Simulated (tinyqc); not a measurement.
Thickness at fixed voltage: leakage through a gate insulator: direct, Fowler-Nordheim, trap-assisted and Poole-Frenkel currents. Computed by tinyqc, a small Python program. Command: `OMP_NUM_THREADS=1 python tinyqc.py 3011226 3011227 out.jsonl oxideleak sweep`. One thread of a shared host (Intel(R) Xeon(R) Processor @ 2.30GHz), about 0.01 s of CPU time with the checks.

Electrons enter from the cathode Fermi level at x = 0; the conduction band of the insulator lies phi_b - e F x above it, F = V/t. WKB exponents use a parabolic band with mass m.

Inputs (values chosen for the exercise, with an insulator like Si3N4):
```
quantity,value,unit
barrier phi_b,2.07,eV
tunnelling mass m,0.41,m_0
static constant eps_ox,6.92,-
voltage across the insulator V,4.2,V
trap depth phi_t,1.3,eV
trap density N_t,1.5e+17,cm^-3
attempt rate nu_0,2e+13,1/s
activation of capture E_a,0.32,eV
temperature T,450,K
```

Constants: hbar^2/(2 m_0) = 3.80998212 eV angstrom^2; e = 1.602176634e-19 C; hbar = 1.054571817e-34 J s; k_B = 8.617333262e-05 eV/K.

Method:
- For a level a distance phi(x) below the band, the WKB exponent is 2 int kappa dx with kappa = sqrt(m phi/(hbar^2/2m_0)); for a linear barrier from phi_1 down to phi_2 = max(phi_1 - e F d, 0) it is G = (4/3) sqrt(m/(hbar^2/2m_0)) (phi_1^(3/2) - phi_2^(3/2))/(e F).
- J_tun = e^3 F^2/(16 pi^2 hbar m phi_b) x exp(-G) / [1 - sqrt(phi_2/phi_b)]^2 with the free-electron mass in the cathode (m in m_0), phi_2 = max(phi_b - e V, 0): direct tunnelling for e V < phi_b, Fowler-Nordheim above. Image forces, back-flow and the limit on supply are left out, so J_tun is overstated below about 0.5 V.
- Equivalent oxide thickness = 3.9 t/eps_ox.
- A trap at depth x lies phi_t below the band. Capture: tunnel at the cathode Fermi level from 0 to x (G_in from phi_1 = phi_b), rate nu_0 exp(-G_in - E_c/k_B T) with E_c = E_a + max(phi_b - phi_t - e F x, 0), the last term being the height of the trap above the cathode Fermi level. Emission: tunnel from the trap level to the anode (G_out from phi_1 = phi_t over t - x), rate nu_0 exp(-G_out - E_a/k_B T). Re-emission to the cathode follows from detailed balance, rate_back = rate_in exp(dE/k_B T) with dE = phi_b - phi_t - e F x. Each trap passes R = rate_in rate_out/(rate_in + rate_back + rate_out) electrons per second; filling from the anode is left out.
- J_TAT = e N_t int_0^t R dx by the midpoint rule on 400 intervals; the most effective depth is the midpoint with the largest R, rounded to 0.01 nm.
- J = J_tun + J_TAT (the Poole-Frenkel bound is not added); the ratio J/J_tun is the excess that stress-made traps add.

One run for each value:
```
thickness t (nm),tunnelling current J_tun (A/cm^2),trap-assisted current J_TAT (A/cm^2),field F (MV/cm),J/J_tun
3.8,1.689e+03,4.018e-03,11.05,1.000e+00
4.8,4.761e+01,8.342e-04,8.75,1.000e+00
6.0,7.371e-01,1.321e-04,7.00,1.000e+00
7.6,3.214e-03,1.159e-05,5.53,1.004e+00
9.6,4.075e-06,5.604e-07,4.38,1.138e+00
12.0,1.526e-09,1.486e-08,3.50,1.074e+01
15.0,8.889e-14,1.591e-10,2.80,1.791e+03
19.0,2.268e-19,3.740e-13,2.21,1.649e+06
```

Over the rows, tunnelling current J_tun (A/cm^2) falls from 1690 to 2.27e-19 (exponent d ln y / d ln x -15 between the first rows and -54 between the last); trap-assisted current J_TAT (A/cm^2) falls from 0.00402 to 3.74e-13 (exponent d ln y / d ln x -6.7 between the first rows and -26 between the last); field F (MV/cm) falls from 11.1 to 2.21 (exponent d ln y / d ln x about -1.0 throughout).

Caution (rows 3.80): this field is near or above the usual breakdown field of such an insulator.

Extremes, crossings and ranges named in words are read from the listed rows.
